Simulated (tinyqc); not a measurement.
Thickness from the minima: X-ray reflectivity of a thin film on silicon: critical angles, Parratt recursion, fringes and roughness. Computed by tinyqc, a small Python program. Command: `OMP_NUM_THREADS=1 python tinyqc.py 3120356 3120357 out.jsonl xrr walk`. One thread of a shared host (Intel(R) Xeon(R) Processor @ 2.30GHz), about 0.01 s of CPU time with the checks.

n = 1 - delta + i beta; the classical electron radius is r_e = 2.8179403e-6 nm. Layer 0 is vacuum, 1 the film, 2 the substrate.

Inputs (values chosen for the exercise, modelled on copper on silicon, copper K-alpha radiation): wavelength lambda = 0.15406 nm; film density rho = 8.96 g/cm^3; effective electrons per unit mass, film = 0.458 mol/g; beta/delta, film = 0.023; film thickness d = 68.8 nm; roughness of the surface sigma_1 = 0.97 nm; roughness of the interface sigma_2 = 0.22 nm; substrate density = 2.33 g/cm^3; effective electrons per unit mass, substrate = 0.507 mol/g; beta/delta, substrate = 0.023; grazing angle theta = 1.77 degrees.

Constants: N_A = 6.02214076e+23 1/mol.

Method:
- delta = r_e lambda^2 rho_e/(2 pi), rho_e = density x electrons per mass x N_A; critical angle sqrt(2 delta), q_c = 4 sqrt(pi r_e rho_e).
- k_j = (2 pi/lambda) sqrt(sin^2 theta - 2 delta_j + 2 i beta_j); r_ij = (k_i - k_j)/(k_i + k_j) x exp(-2 k_i k_j sigma^2) (Nevot-Croce); r = (r_01 + r_12 p)/(1 + r_01 r_12 p), p = exp(2 i k_1 d); R = |r|^2.
- Far above the critical angle the period is d theta = lambda/(2 d), or 2 pi/d in q; the envelope runs between (|r_01| - |r_12 p|)^2 and (|r_01| + |r_12 p|)^2; contrast = 2 a b/(a^2 + b^2) with a = |r_01|, b = |r_12 p|; roughness factors on the amplitudes are about exp(-q^2 sigma^2/2).
- Minima of R theta^4 are located on 6001 points over 7.5 periods, from 1.15 times the larger critical angle. With refraction, sin^2(theta_m) = 2 delta + m^2 (lambda/(2 d))^2, m integer or half-integer; the first six minima are used, and the first order is the one that minimises the largest residual of the least-squares line plus the distance of its intercept from 2 delta. Without refraction, d = lambda/(2 x mean step of sin theta).

Constants:
```
layer      rho_e (1/nm^3)        delta         beta  critical angle (degrees)  q_c (1/nm)
film              2471.29  2.63061e-05  6.05040e-07                  0.415591    0.591647
substrate          711.40  7.57263e-06  1.74170e-07                  0.222977    0.317437
```

period in theta = 0.0641496 degrees

Minima:
```
order m  theta (degrees)  sin^2 theta
4                0.48859   7.2718e-05
5                0.52508   8.3983e-05
6                0.56654   9.7768e-05
7                0.61192   1.1406e-04
8                0.66043   1.3286e-04
9                0.71143   1.5417e-04
```

d with refraction = 68.810 nm

d without refraction = 99.034 nm

Against d = 68.8 nm the errors are +0.01 % with and +43.94 % without refraction. The orders are integers, as r_01 and r_12 have opposite signs for a film denser than the substrate.

Extremes, crossings and ranges named in words are read from the listed rows.
